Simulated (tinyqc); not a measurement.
Thickness from the minima: X-ray reflectivity of a thin film on silicon: critical angles, Parratt recursion, fringes and roughness. Computed by tinyqc, a small Python program. Command: `OMP_NUM_THREADS=1 python tinyqc.py 3121284 3121285 out.jsonl xrr walk`. One thread of a shared host (Intel(R) Xeon(R) Processor @ 2.30GHz), about 0.01 s of CPU time with the checks.

n = 1 - delta + i beta; the classical electron radius is r_e = 2.8179403e-6 nm. Layer 0 is vacuum, 1 the film, 2 the substrate.

Inputs (values chosen for the exercise, modelled on ruthenium on silicon, copper K-alpha radiation):

| quantity | value | unit |
|---|---|---|
| wavelength lambda | 0.15406 | nm |
| film density rho | 11.9 | g/cm^3 |
| effective electrons per unit mass, film | 0.437 | mol/g |
| beta/delta, film | 0.081 | - |
| film thickness d | 17 | nm |
| roughness of the surface sigma_1 | 1 | nm |
| roughness of the interface sigma_2 | 0.42 | nm |
| substrate density | 2.33 | g/cm^3 |
| effective electrons per unit mass, substrate | 0.507 | mol/g |
| beta/delta, substrate | 0.023 | - |
| grazing angle theta | 1.69 | degrees |

Constants: N_A = 6.02214076e+23 1/mol.

Method:
- delta = r_e lambda^2 rho_e/(2 pi), rho_e = density x electrons per mass x N_A; critical angle sqrt(2 delta), q_c = 4 sqrt(pi r_e rho_e).
- k_j = (2 pi/lambda) sqrt(sin^2 theta - 2 delta_j + 2 i beta_j); r_ij = (k_i - k_j)/(k_i + k_j) x exp(-2 k_i k_j sigma^2) (Nevot-Croce); r = (r_01 + r_12 p)/(1 + r_01 r_12 p), p = exp(2 i k_1 d); R = |r|^2.
- Far above the critical angle the period is d theta = lambda/(2 d), or 2 pi/d in q; the envelope runs between (|r_01| - |r_12 p|)^2 and (|r_01| + |r_12 p|)^2; contrast = 2 a b/(a^2 + b^2) with a = |r_01|, b = |r_12 p|; roughness factors on the amplitudes are about exp(-q^2 sigma^2/2).
- Minima of R theta^4 are located on 6001 points over 7.5 periods, from 1.15 times the larger critical angle. With refraction, sin^2(theta_m) = 2 delta + m^2 (lambda/(2 d))^2, m integer or half-integer; the first six minima are used, and the first order is the one that minimises the largest residual of the least-squares line plus the distance of its intercept from 2 delta. Without refraction, d = lambda/(2 x mean step of sin theta).

Constants:

| layer | rho_e (1/nm^3) | delta | beta | critical angle (degrees) | q_c (1/nm) |
|---|---|---|---|---|---|
| film | 3131.69 | 3.33358e-05 | 2.70020e-06 | 0.467835 | 0.666025 |
| substrate | 711.40 | 7.57263e-06 | 1.74170e-07 | 0.222977 | 0.317437 |

period in theta = 0.259617 degrees

Minima:

| order m | theta (degrees) | sin^2 theta |
|---|---|---|
| 2 | 0.6996 | 0.0001491 |
| 3 | 0.9086 | 0.0002515 |
| 4 | 1.1384 | 0.0003947 |
| 5 | 1.3788 | 0.0005790 |
| 6 | 1.6268 | 0.0008059 |
| 7 | 1.8835 | 0.0010802 |

d with refraction = 16.946 nm

d without refraction = 18.645 nm

Against d = 17 nm the errors are -0.32 % with and +9.68 % without refraction. The orders are integers, as r_01 and r_12 have opposite signs for a film denser than the substrate.

Extremes, crossings and ranges named in words are read from the listed rows.
